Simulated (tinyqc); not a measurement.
Round or elliptic silicon nanowire with anisotropic valleys (Ritz method), step by step. Values are carried at full precision from step to step, so a last printed digit may differ when a step is redone from the rounded ones.

Wire along x = [110] on a (001) wafer, y = [-110], z = [001]. Valley groups (w = inverse masses): A, two valleys along z: w_y = 1/mt, w_z = 1/ml, m_x = mt; B, four valleys in the wafer plane: w_y = (1/ml + 1/mt)/2, w_z = 1/mt, m_x = (ml + mt)/2.

Constants: hbar^2/2m0 = 3.80998211 eV angstrom^2; kB = 8.617333262e-05 eV/K.

Inputs chosen for the exercise (near those of a Si nanowire; not measured data):
- ml = 0.902 m0 (longitudinal mass)
- mt = 0.192 m0 (transverse mass)
- a = 23 angstrom (semi-axis along y)
- b = 42 angstrom (semi-axis along z)
- group = A (valley group worked out)
- T = 350 K (temperature)

## Stretching the ellipse

Scaling y by 1/sqrt(w_y) and z by 1/sqrt(w_z) makes the mass 1 and the semi-axes A = a/sqrt(w_y), B = b/sqrt(w_z). List them with the one-function estimate 3c (1/A^2 + 1/B^2) and the slender limit c (pi/2s)^2 (1 + 2s/(pi l)), s and l the smaller and larger of A, B; c = hbar^2/2m0.

Groups:
```
group  g      A      B  axis ratio  one function (eV)  slender limit (eV)
A      2  10.08  39.89       3.958             0.1197              0.1074
B      4  12.94  18.40       1.422             0.1020              0.0813
```

The one-function value suits axis ratios near 1 and the slender limit ratios well above 2.

## Matrices of three even functions

Hard wall on the ellipse (y/a)^2 + (z/b)^2 = 1, c = hbar^2/2m0. With u = y/a, v = z/b the operator is -c [(w_y/a^2) d2/du2 + (w_z/b^2) d2/dv2] on the unit disc. Basis (1 - u^2 - v^2) u^i v^j; S, X and Y are the disc integrals of f f', (df/du)(df'/du) and (df/dv)(df'/dv), from the integral of u^p v^q = 2 Gamma((p+1)/2) Gamma((q+1)/2)/((p + q + 2) Gamma((p+q+2)/2)) for even p, q; H = c (w_y X/a^2 + w_z Y/b^2).

Basis 1, u^2, v^2 times (1 - u^2 - v^2); form S and H for the chosen group.

S, rows 1, u^2, v^2 and columns alike:
$$\begin{pmatrix}
1.047198 & 0.130900 & 0.130900 \\
0.130900 & 0.039270 & 0.013090 \\
0.130900 & 0.013090 & 0.039270
\end{pmatrix}$$

H (meV), rows 1, u^2, v^2 and columns alike:
$$\begin{pmatrix}
125.3689 & 20.8948 & 20.8948 \\
20.8948 & 27.4766 & 2.6119 \\
20.8948 & 2.6119 & 9.0893
\end{pmatrix}$$

## Lowest level in this basis

Solve H p = E S p for the wire level; give E, the ratios p2/p1 and p3/p1, and H11/S11.

E = 110.4 meV

ratios: [-0.21, -1.30]

one function = 119.7 meV

The two added functions lower the level by 9.3 meV (7.8 %), mostly by narrowing the state along v, the direction in which the stretched ellipse is long.

## Subbands

Converged values use 21 functions of each parity class (e or o in u, then in v).

The nine lowest levels of all groups and parity classes.

Subbands:
```
group, parity  g  m_x (m0)  E (eV)
B ee           4    0.5470  0.0980
A ee           2    0.1920  0.1098
A eo           2    0.1920  0.1483
A ee           2    0.1920  0.1956
B eo           4    0.5470  0.2062
A eo           2    0.1920  0.2522
B oe           4    0.5470  0.2904
A ee           2    0.1920  0.3188
B ee           4    0.5470  0.3627
```

At 350 K and without degeneracy the populations go as g sqrt(m_x) exp(-E/kB T): among these nine the lowest level holds 77 % and the light transport mass mt 21 % of the electrons. Levels above about 0.3 eV lie beyond parabolic valleys and hard walls.

## Checks

- Circle of radius a with both masses mt against c (2.404826/R)^2/m, eV: both 0.2169.

Run: tinyqc, `OMP_NUM_THREADS=1 python tinyqc.py 1251049 1251050 out.jsonl`; Intel(R) Xeon(R) Processor @ 2.30GHz, one thread, shared host; about 0.07 s of CPU time with all checks.
